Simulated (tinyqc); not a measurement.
Magnetoresistance against angle.

Conductance G = G0 (1 + P1 P2 cos(phi)) at low bias, phi the angle between the magnetisations, normalised to Rp = RA/area at phi = 0.

Inputs (values chosen for the exercise): diameter Dm = 36 nm; spin polarisation of the reference layer P1 = 0.72; spin polarisation of the free layer P2 = 0.73; resistance-area product, parallel state RA = 2.1 ohm um^2.

Result of one run:
```
R (kohm)  R/Rp - 1 (%)  share of the full TMR (%)
2.107            2.122                     0.9576
```

Which angle phi gave this result: 0, 20, 45, 135 or 180 degree?

phi = 20 degree.

The whole series:
```
phi (degree)  R (kohm)  R/Rp - 1 (%)  share of the full TMR (%)
0                2.063             0                          0
20               2.107         2.122                     0.9576
45               2.295         11.22                      5.065
70               2.668         29.31                      13.23
90               3.147         52.56                      23.72
110              3.837         86.00                      38.81
135              5.009         142.8                      64.44
160              6.219         201.4                      90.91
180              6.635         221.6                      100.0
```

R rises from 2.06 to 6.63 kohm, TMR0 = 222 %. It is the conductance that follows cos(phi), so at 90 degrees R has covered only (1 - P1 P2)/2 = 23.7 % of its range.

tinyqc, about 0.01 s, one thread, Intel Xeon 2.30GHz (shared host): `OMP_NUM_THREADS=1 python tinyqc.py 2450056 2450057 out.jsonl`
